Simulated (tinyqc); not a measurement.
Quantum point contact as a saddle point: one step of the calculation.

Potential V0 - m wx^2 x^2/2 + m wy^2 y^2/2; energies are counted from V0. Mode n = 0, 1, ... transmits T_n(E) = 1/(1 + exp(-2 pi (E - E_n)/wx)), E_n = wy (n + 1/2); each mode carries 2 q^2/h.

Problem. Thermal average on a coarse grid. g(T) = int g(E) (-df/dE) dE = int g(mu + x kB T) dx/(4 cosh^2(x/2)), g(E) the zero-temperature value at E, g = G/(2 q^2/h). Simpson's rule on nE equally spaced x from -xm to xm.

Parameters, values chosen for the exercise: temperature T = 1.5 K; transverse quantum hbar wy wy = 5.1 meV; curvature of the barrier hbar wx wx = 2.7 meV; Fermi level above the saddle point mu = 11.3 meV; points of the energy grid nE = 11; half-range of the grid in kB T xm = 7.

Constants: q = 1.602176634e-19 C, kB = 1.380649e-23 J/K, Vt = kB T/q. Results are converted to the units shown.

Wanted: x; E; g(E); weight; integral of the weight; g(T); g(T) divided by the integral of the weight.

Solution.

```
point       x  E (meV)   g(E)  weight
0      -7.000    10.40  2.002  0.0009
1      -5.600    10.58  2.005  0.0037
2      -4.200    10.76  2.009  0.0146
3      -2.800    10.94  2.014  0.0540
4      -1.400    11.12  2.022  0.1587
5       0.000    11.30  2.033  0.2500
6       1.400    11.48  2.049  0.1587
7       2.800    11.66  2.074  0.0540
8       4.200    11.84  2.108  0.0146
9       5.600    12.02  2.156  0.0037
10      7.000    12.20  2.219  0.0009
```

integral of the weight = 1.006
g(T) = 2.050
g(T) divided by the integral of the weight = 2.037

Program tinyqc, `OMP_NUM_THREADS=1 python tinyqc.py 2740013 2740014 out.jsonl`; Intel Xeon 2.30GHz, shared host, one thread, about 0.04 s.
